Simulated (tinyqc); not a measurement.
Resonant-tunnelling diode, transfer matrices and Tsu-Esaki current: effect of temperature at two biases.

Emitter (band edge 0), barrier d1, well Lw, barrier d2, collector (edge -V). The bias drops linearly over these layers and none in the contacts; each layer is cut into ns equal slices, flat at the value of their centres. E is the energy of motion across the layers, C = hbar^2/(2 m0), psi and psi'/m are continuous. Transport is coherent, T(E) is taken as independent of the transverse momentum, and charge in the well is ignored.

The current at V = 0.194 V and at V = 0.297 V, Ef held fixed. For the pair (psi, psi'/m) a flat layer has M = [[cos kd, (m/k) sin kd], [-(k/m) sin kd, cos kd]] with k = sqrt(m (E - U)/C) above its edge U, and M = [[cosh Kd, (m/K) sinh Kd], [(K/m) sinh Kd, cosh Kd]] with K = sqrt(m (U - E)/C) below it. Later slices stand to the left. With M acting on (psi, psi'/m) and v = k/m in each lead, T(E) = 4 vL vR/[(vL vR M12 - M21)^2 + (vR M11 + vL M22)^2]. J = J0 times the integral over E > 0 of T(E) N(E), N = ln[(1 + exp((Ef - E)/Vt))/(1 + exp((Ef - V - E)/Vt))], J0 = q^2 mw m0 kB T/(2 pi^2 hbar^3) (times 1e-4 for A/cm^2 per eV). The integral is converged to the digits shown.

Values chosen for this exercise; masses and offsets of a made-up heterostructure: mass in the well, spacer and contacts mw = 0.16 m0; barrier height U1 = 0.55 eV; barrier mass m1 = 0.38 m0; emitter barrier d1 = 1.2 nm; well width Lw = 2.6 nm; collector barrier d2 = 1.2 nm; slices in each layer ns = 2; Fermi energy of both contacts above their band edges Ef = 0.061 eV.

Constants: q = 1.602176634e-19 C, kB = 1.380649e-23 J/K, hbar = 1.054571817e-34 J s, m0 = 9.1093837015e-31 kg, Vt = kB T/q, hbar^2/(2 m0) = 0.0380998212 eV nm^2. Results are converted to the units shown.

Results:
```
T (K)  J at 0.194 V (kA/cm^2)  J at 0.297 V (kA/cm^2)  ratio
40                      168.8                   1.880  89.81
77                      169.0                   1.948  86.74
220                     176.4                   2.638  66.84
300                     186.2                   3.405  54.69
400                     201.6                   5.612  35.92
```

Estimate the missing row, T = 150 K.

Computed row:
```
T (K)  J at 0.194 V (kA/cm^2)  J at 0.297 V (kA/cm^2)  ratio
150                     170.9                   2.214  77.19
```

With this row back in the table: The first current rises from 169 to 202 kA/cm^2, the second rises from 1.88 to 5.61 kA/cm^2, and their ratio falls from 89.8 to 35.9. Heat lifts electrons to energies where the barriers transmit more, which raises the second current by a far larger factor than the first.

Program tinyqc, `OMP_NUM_THREADS=1 python tinyqc.py 2600132 2600133 out.jsonl`; Intel Xeon 2.30GHz, shared host, one thread, about 0.1 s.
